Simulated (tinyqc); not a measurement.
Alloy A(1-x)B(x) by interpolation with bowing: one step. Electron mass of the alloy. Five cases, with inputs chosen for the exercise.

Problem. Compare with the linear interpolation of the masses.

Each gap follows E(x) = (1 - x) E_A + x E_B - C x (1 - x); the lattice constant follows Vegard, a(x) = (1 - x) a_A + x a_B.

Mass at Gamma from the Kane formula 1/m = F + Ep (Eg + 2 Dso/3)/(Eg (Eg + Dso)). F is fixed by the masses of A and B and interpolated linearly, as is Ep; Eg and Dso carry their bowing.

Give: F of A, B; Ep, Eg, Dso at x; m(x) from the Kane formula; m(x) linear.

Case 1.

Values chosen (A near Ge, B near Si; shifted at random, so the results belong to these values and not to a real crystal): Eg = (0.892, 4.146) eV (gap at Gamma to the s-like level of A, B); Dso = (0.286, 0.044) eV (spin-orbit splitting of A, B); Ep = (25.9, 21.5) eV (Kane energy of A, B); me = (0.0381, 0.1974) m0 (electron mass at Gamma of A, B); C = (0.222, 0.176, 0.09) eV (bowing of the Gamma, X and L gaps); Cs = 0 eV (bowing of Dso); x = 0.28 (fraction of B).

Solution.

F of A, B: -0.4393  -0.1017

Ep, Eg, Dso at x (eV): 24.6680  1.7584  0.2182

m(x) from the Kane formula = 0.0759 m0
m(x) linear = 0.0827 m0

The Kane value lies 8.2 % below the linear one. The Gamma valley is not the lowest at this x.

Case 2.

Values chosen (A near AlAs, B near InAs; shifted at random, so the results belong to these values and not to a real crystal): Eg = (3.053, 0.416) eV (gap at Gamma to the s-like level of A, B); Dso = (0.281, 0.387) eV (spin-orbit splitting of A, B); Ep = (21.4, 21.3) eV (Kane energy of A, B); me = (0.1505, 0.0256) m0 (electron mass at Gamma of A, B); C = (0.72, 0.09, 0) eV (bowing of the Gamma, X and L gaps); Cs = 0.17 eV (bowing of Dso); x = 0.77 (fraction of B).

Solution.

F of A, B: -0.1681  -3.9140

Ep, Eg, Dso at x (eV): 21.3230  0.8950  0.3325

m(x) from the Kane formula = 0.0537 m0
m(x) linear = 0.0543 m0

The Kane value lies 1.1 % below the linear one.

Case 3.

Values chosen (A near Si, B near Ge; shifted at random, so the results belong to these values and not to a real crystal): Eg = (4.152, 0.907) eV (gap at Gamma to the s-like level of A, B); Dso = (0.044, 0.287) eV (spin-orbit splitting of A, B); Ep = (21.9, 26.5) eV (Kane energy of A, B); me = (0.2021, 0.0385) m0 (electron mass at Gamma of A, B); C = (0.232, 0.198, 0) eV (bowing of the Gamma, X and L gaps); Cs = 0 eV (bowing of Dso); x = 0.55 (fraction of B).

Solution.

F of A, B: -0.3081  -0.9022

Ep, Eg, Dso at x (eV): 24.4300  2.3098  0.1777

m(x) from the Kane formula = 0.1032 m0
m(x) linear = 0.1121 m0

The Kane value lies 8.0 % below the linear one. The Gamma valley is not the lowest at this x.

Case 4.

Values chosen (A near InP, B near GaP; shifted at random, so the results belong to these values and not to a real crystal): Eg = (1.42, 2.896) eV (gap at Gamma to the s-like level of A, B); Dso = (0.108, 0.081) eV (spin-orbit splitting of A, B); Ep = (20.9, 31.5) eV (Kane energy of A, B); me = (0.08, 0.1288) m0 (electron mass at Gamma of A, B); C = (0.642, 0.2, 0.887) eV (bowing of the Gamma, X and L gaps); Cs = 0 eV (bowing of Dso); x = 0.08 (fraction of B).

Solution.

F of A, B: -1.8715  -3.0144

Ep, Eg, Dso at x (eV): 21.7480  1.4908  0.1058

m(x) from the Kane formula = 0.0813 m0
m(x) linear = 0.0839 m0

The Kane value lies 3.1 % below the linear one.

Case 5.

Values chosen (A near InAs, B near AlAs; shifted at random, so the results belong to these values and not to a real crystal): Eg = (0.42, 3.067) eV (gap at Gamma to the s-like level of A, B); Dso = (0.393, 0.277) eV (spin-orbit splitting of A, B); Ep = (21.4, 21.4) eV (Kane energy of A, B); me = (0.0262, 0.1492) m0 (electron mass at Gamma of A, B); C = (0.771, 0, 0) eV (bowing of the Gamma, X and L gaps); Cs = 0.17 eV (bowing of Dso); x = 0.45 (fraction of B).

Solution.

F of A, B: -4.5744  -0.0824

Ep, Eg, Dso at x (eV): 21.4000  1.4203  0.2987

m(x) from the Kane formula = 0.0859 m0
m(x) linear = 0.0815 m0

The Kane value lies 5.3 % above the linear one.

Computed by tinyqc, one run a case: `OMP_NUM_THREADS=1 python tinyqc.py N N+1 out.jsonl` with N = 1050853, 1050907, 1051461, 1051492, 1080030; one thread of a shared Intel(R) Xeon(R) Processor @ 2.30GHz, about 0.01 s a run at most.
